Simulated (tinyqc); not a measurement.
Koster-Slater impurity in an sp3s* host, step by step. Values are carried at full precision from step to step, so a last printed digit may differ when a step is redone from the rounded ones.

sp3s* tight binding, nearest neighbours only: anion (a) at 0, cation (c) at a/4 (1,1,1), orbitals s, px, py, pz, s* on each; k in units of 2 pi/a. With phases e_j = exp(i (pi/2) k.n_j) for n = (1,1,1), (1,-1,-1), (-1,1,-1), (-1,-1,1): g0 = (e1+e2+e3+e4)/4, g1 = (e1+e2-e3-e4)/4, g2 = (e1-e2+e3-e4)/4, g3 = (e1-e2-e3+e4)/4. The diagonal holds the levels Esa, Epa, Exa (s*) and Esc, Epc, Exc. Anion-cation block: <sa|sc> = Vss g0; <sa|xc> = Vsapc g1; <xa|sc> = -Vscpa g1; <xa|xc> = Vxx g0; <xa|yc> = <ya|xc> = Vxy g3, <xa|zc> = <za|xc> = Vxy g2, <ya|zc> = <za|yc> = Vxy g1; <s*a|xc> = Vxapc g1; <xa|s*c> = -Vpaxc g1; y and z take g2 and g3 in place of g1; s-s* and s*-s* vanish.

Parameters, chosen for this exercise (out of a larger set: near a published set for InP; not measured data):
```
symbol  value                                                                                        unit  meaning
p       (-8.498, 0.88, -1.494, 4.049, 8.308, 7.11, -5.35, 1.892, 4.213, 2.211, 5.588, 3.437, 4.451)  eV    order Esa, Epa, Esc, Epc, Exa, Exc, Vss, Vxx, Vxy, Vsapc, Vscpa, Vxapc, Vpaxc
N       5                                                                                                  mesh
V       -23.6                                                                                        eV    shift of the p levels
```

## The gap of the host

Gaps from the top of the valence band to Gamma, to the minimum on (x,0,0) from 0.5 to 1, and to L; the smallest is Eg.

top of the valence band on the scale of the parameters = -0.0034 eV

gaps (eV): Gamma 1.4016, Delta 2.4743, L 1.9096

Eg (smallest gap of the host) = 1.4016 eV

## Where the weight lies

A defect on a cation site (c) shifts the s level there by Vs or the three p levels by Vp and leaves the rest. A level in the gap solves 1/Vs = G_s(E) (symmetry A1) or 1/Vp = G_p(E) (T2, threefold), with G(E) = (1/N^3) sum over k and bands of w/(E - e), where w is the weight of the state on the s orbital of that site, or the mean weight on its px, py, pz. Mesh: k = f1 (-1,1,1) + f2 (1,-1,1) + f3 (1,1,-1), f = (j + 1/2)/N, j = 0 to N - 1. Energies from the top of the valence band at Gamma; the s* orbital of the site is left as it is. An infinite shift removes the s or p orbitals, the model of the ideal vacancy: G(E) = 0.

For each band: mean energy over the mesh and summed weights; each column of weights adds to one.

Bands:
```
band  mean energy (eV)  s weight  p weight
1               -9.771    0.1248    0.0049
2               -5.291    0.3646    0.0158
3               -1.590    0.0042    0.0998
4               -1.260    0.0020    0.0943
5                2.408    0.2525    0.1461
6                3.583    0.1992    0.0948
7                6.198    0.0003    0.2369
8                6.506    0.0003    0.2284
9                9.328    0.0370    0.0126
10              10.136    0.0153    0.0666
```

The filled bands hold 0.496 of the s orbital and 0.215 of each p orbital of the cation. Filled states add positive terms to G in the gap and empty ones negative terms.

## Green functions across the gap

G at nine energies E = Eg j/8.

G(E) (1/eV):
```
E (eV)       G_s       G_p
0.0000  -0.08373   0.00586
0.1752  -0.09954  -0.03552
0.3504  -0.11682  -0.06300
0.5256  -0.13625  -0.08672
0.7008  -0.15866  -0.10926
0.8760  -0.18524  -0.13213
1.0512  -0.21777  -0.15667
1.2264  -0.25923  -0.18453
1.4016  -0.31509  -0.21819
```

Both fall with E, as dG/dE = -sum w/(E - e)^2 demands. G_s keeps its sign, so the vacancy has no level of this symmetry in the gap. G_p changes sign, so the vacancy has a level of this symmetry in the gap.

## A first estimate from the table

A defect that shifts the p level of its cation site by V has a level where the host Green function G_p(E) equals 1/V; E is counted from the top of the valence band. Find it by linear interpolation between the two rows that bracket it.

1/V = -0.04237 1/eV
estimated level = 0.219 eV

## The level and its weight on the defect

Solve by bisection with the full sum. The weight of the bound state on the shifted orbital is G^2/(-G'), which is also dE/dV.

level = 0.2152 eV
G'(E) = -0.16561 1/eV^2
weight on the defect orbital = 0.0108

The level lies 0.215 eV above the valence band and 1.186 eV below the conduction band. Only 1.1 % of it sits on the shifted orbital, the rest on other orbitals, so a shift of 1 eV moves the level by about 11 meV.

## Checks

- Sum of the s weights over all bands against one: both 1.00000.
- First moment of the s weights against the s level of the site, on the scale of the parameters: both -1.49400.

(tinyqc, `OMP_NUM_THREADS=1 python tinyqc.py 1450214 1450215 out.jsonl`, Intel(R) Xeon(R) Processor @ 2.30GHz, 1 thread, shared host, about 0.01 s.)
